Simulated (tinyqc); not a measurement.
## Inductance and parasitic capacitance from two readings

Question. A loss-free coil L in parallel with C shows the apparent inductance L/(1 - w^2 L C), w = 2 pi f. Find L, C and the self-resonance 1/(2 pi sqrt(L C)).

apparent inductance at 5 and 9.4 GHz (nH): [5.9376335, 11.315547]

Answer. The inverse of the reading is 1/L - w^2 C, a straight line in w^2.

L = 5.00 nH
C = 32.0 fF
self-resonance = 12.6 GHz

tinyqc, about 0.01 s, one thread, Intel Xeon 2.30GHz (shared host): `OMP_NUM_THREADS=1 python tinyqc.py 2302090 2302091 out.jsonl`
